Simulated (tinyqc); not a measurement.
Strain, valley repopulation and piezoresistance in a many-valley conduction band: one step, computed by the program tinyqc.

Valleys are ellipsoids with mass m_l along the axis a and m_t across it, parabolic, with one constant relaxation time; strain shifts the valleys and leaves the masses alone. Currents are taken along [110], along the load, and along [001], across the load.

Question. Strain. Compliances S11 = (C11 + C12)/((C11 - C12)(C11 + 2 C12)), S12 = -C12/((C11 - C12)(C11 + 2 C12)), S44 = 1/C44; stress sigma_ij = X n_i n_j for the unit vector n of the load; e_xx = S11 sigma_xx + S12 (sigma_yy + sigma_zz), e_xy = S44 sigma_xy/2 (tensor strain).

Inputs (values chosen for the exercise, modelled on silicon):
```
quantity                     value  unit
C11                            166   GPa
C12                           63.5   GPa
C44                           78.8   GPa
stress X (tension positive)    -92   MPa
```

Valley axes: <100> (6 valleys in 3 pairs). Load: uniaxial [110].

Give: strain tensor.

Answer.

strain tensor (%):
```
           x          y         z
x  -0.025426  -0.029188  0.000000
y  -0.029188  -0.025426  0.000000
z   0.000000   0.000000  0.019452
```
